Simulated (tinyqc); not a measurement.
Inside a calculation. Method: extended Hueckel theory, for BeH2. One step of it, computed by the program tinyqc.

Question. Wolfsberg-Helmholz matrix. H_ij = K' S_ij (H_ii + H_jj)/2 for i != j (the diagonal keeps H_ii), with K' = K + D^2 + D^4 (1 - K), D = (H_ii - H_jj)/(H_ii + H_jj), K = 1.75.

overlap S, lower triangle:
```
           1Be 2s   1Be 2px    1Be 2py   1Be 2pz     2H 1s     3H 1s
1Be 2s   1.000000
1Be 2px  0.000000  1.000000
1Be 2py  0.000000  0.000000   1.000000
1Be 2pz  0.000000  0.000000   0.000000  1.000000
2H 1s    0.436551  0.000000   0.531628  0.000000  1.000000
3H 1s    0.408430  0.000000  -0.510330  0.000000  0.021469  1.000000
```

diagonal H_ii (eV): 1Be 2s -10.000000, 1Be 2px -6.000000, 1Be 2py -6.000000, 1Be 2pz -6.000000, 2H 1s -13.600000, 3H 1s -13.600000

K = 1.750000

Give: H.

Answer.

H (eV), lower triangle:
```
           1Be 2s  1Be 2px  1Be 2py  1Be 2pz     2H 1s     3H 1s
1Be 2s   -10.0000
1Be 2px    0.0000  -6.0000
1Be 2py    0.0000   0.0000  -6.0000
1Be 2pz    0.0000   0.0000   0.0000  -6.0000
2H 1s     -9.1325   0.0000  -9.8124   0.0000  -13.6000
3H 1s     -8.5443   0.0000   9.4193   0.0000   -0.5110  -13.6000
```
